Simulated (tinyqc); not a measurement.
Pinning of the barrier by interface states.

Cowley-Sze model with the space charge neglected: phiB = S (phiM - chi) + (1 - S)(Eg - phi0), S = 1/(1 + q Dit dl/(eps0 ei)), dl in cm.

Values chosen for this exercise; band and dielectric values close to those of gallium phosphide: band gap Eg = 2.3 eV; electron affinity chi = 3.75 eV; thickness of the interfacial layer dl = 0.4 nm; relative permittivity of the interfacial layer ei = 3.9; neutral level above the valence band phi0 = 1.26 eV; metal work function phiM = 4.33 eV.

Constants: q = 1.602176634e-19 C, eps0 = 8.8541878128e-14 F/cm where lengths are in cm. Results are converted to the units shown.

Pinning of the barrier by interface states:
```
Dit (cm^-2 eV^-1)        S  phiB (eV)  change of phiB for 0.5 eV more work function (eV)
1e11                0.9981     0.5809                                             0.4991
3e11                0.9945     0.5825                                             0.4972
1e12                0.9818     0.5884                                             0.4909
3e12                0.9473     0.6043                                             0.4736
1e13                0.8435     0.6520                                             0.4217
3e13                0.6424     0.7445                                             0.3212
1e14                0.3502     0.8789                                             0.1751
3e14                0.1523     0.9700                                            0.07613
1e15               0.05113      1.016                                            0.02556
```

S falls from 0.998 to 0.0511, passing 1/2 at Dit = eps0 ei/(q dl) = 5.39e13 cm^-2 eV^-1. The barrier rises from 0.581 to 1.02 eV, from near the Schottky-Mott value phiM - chi = 0.580 eV towards the pinned value Eg - phi0 = 1.04 eV.

Computed by the program tinyqc: `OMP_NUM_THREADS=1 python tinyqc.py 2020027 2020028 out.jsonl`, one thread of a shared Intel Xeon 2.30GHz, about 0.09 s for the whole run.
